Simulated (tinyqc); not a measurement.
From results back to parameters: six-band k.p model of the valence band of a wurtzite crystal. Four cases, with inputs chosen for the exercise.

Problem. In the quasi-cubic model the splittings of an unstrained wurtzite crystal obey (E1 - E2) + (E1 - E3) = Dcr + Dso and (E1 - E2)(E1 - E3) = (2/3) Dcr Dso. The two splittings are given, and it is known that Dcr > Dso.

Case 1.

E1 - E2, E1 - E3 (meV): 4.5714  73.9286

Case 2.

E1 - E2, E1 - E3 (meV): 4.3016  64.8984

Case 3.

E1 - E2, E1 - E3 (meV): 4.5341  60.9659

Case 4.

E1 - E2, E1 - E3 (meV): 4.3200  72.4800

Find: sum; product; Dcr; Dso.

Solution. Dcr and Dso are the roots of t^2 - S t + (3/2) P = 0; the energies alone cannot tell which is which, since the formulas are symmetric in the two.

Case 1.

sum = 78.50 meV
product = 338.0 meV^2
Dcr = 71.4 meV
Dso = 7.1 meV

Case 2.

sum = 69.20 meV
product = 279.2 meV^2
Dcr = 62.5 meV
Dso = 6.7 meV

Case 3.

sum = 65.50 meV
product = 276.4 meV^2
Dcr = 58.4 meV
Dso = 7.1 meV

Case 4.

sum = 76.80 meV
product = 313.1 meV^2
Dcr = 70.1 meV
Dso = 6.7 meV

Computed by tinyqc, one run a case: `OMP_NUM_THREADS=1 python tinyqc.py N N+1 out.jsonl` with N = 1051417, 1080129, 1080261, 1080482; one thread of a shared Intel(R) Xeon(R) Processor @ 2.30GHz, about 0.01 s a run at most.
